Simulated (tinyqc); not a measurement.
A log to judge: finite-difference solution of the diffusion equation on a small grid. Computed by tinyqc. Command: `OMP_NUM_THREADS=1 python tinyqc.py 3016779 3016780 out.jsonl fdiff walk`. One thread of a shared host (Intel(R) Xeon(R) Processor @ 2.30GHz), about 0.02 s of CPU time with the checks.

dC/dt = D d2C/dx2 on nodes x_j = j dx, j = 0..8; the far end is sealed.

Inputs (values chosen for the exercise):
```
quantity         value    unit
diffusivity D       12  nm^2/s
grid spacing dx     10      nm
time step dt         8       s
final time t_f     320       s
loss velocity h    0.2    nm/s
```

Boundary at x = 0: surface loss. Scheme: explicit.

start values C_j, j = 0, 1, ... (% of a reference): 76.9  100  56  26.7  7.62  0  0  0  0

Method:
- The operator M acts as (M C)_j = C_(j-1) - 2 C_j + C_(j+1); at the sealed far end a mirror node gives 2 C_(N-2) - 2 C_(N-1); at j = 0, the outward flux h C_0 gives 2 C_1 - (2 + 2 h dx/D) C_0.
- With r = D dt/dx^2: (1 - theta r M) C(new) = (1 + (1 - theta) r M) C(old); theta = 0 explicit, 1 implicit, 1/2 Crank-Nicolson.
- The run takes n = round(t_f/dt) steps of length t_f/n.
- The dose is the trapezoidal sum of C dx; the error is the largest difference from exp(M D t/dx^2) C(0), the exact time evolution on the same grid.

Course of the run:
```
step  t (s)           C_1           C_4   dose (% nm)  largest error
1         8   3.55840e+01   1.86216e+01   2.16466e+03    3.39503e+01
2        16   1.27348e+02   2.49415e+01   2.01003e+03    1.04816e+02
3        24  -1.62097e+02   3.72849e+01   2.09246e+03    2.64146e+02
4        32   6.05939e+02  -3.29314e+01   1.59903e+03    7.31509e+02
5        40  -1.53815e+03   2.55992e+02   2.70884e+03    1.99036e+03
6        48   4.40296e+03  -7.85610e+02  -5.28767e+02    5.49188e+03
7        56  -1.21746e+04   2.70212e+03   8.21105e+03    1.52005e+04
...     ...           ...           ...           ...            ...
34      272   2.07698e+16  -1.13549e+16  -1.02428e+16    2.46802e+16
35      280  -5.93417e+16   3.27309e+16   2.92455e+16    7.04816e+16
36      288   1.69587e+17  -9.43289e+16  -8.35250e+16    2.01333e+17
37      296  -4.84756e+17   2.71802e+17   2.38608e+17    5.75259e+17
38      304   1.38596e+18  -7.83043e+17  -6.81807e+17    1.64405e+18
39      312  -3.96341e+18   2.25554e+18   1.94868e+18    4.69966e+18
40      320   1.13364e+19  -6.49608e+18  -5.57079e+18    1.34373e+19
```

Can the last value be used, and what does the course show?

No. The error grows by a factor near 2.87 a step with alternating sign from node to node: r = 0.960 exceeds the stability limit 0.496 of the explicit scheme. Reruns converge with time step dt = 3.2; or with scheme = implicit; or with scheme = Crank-Nicolson. Reruns still fail with time step dt = 6.4.
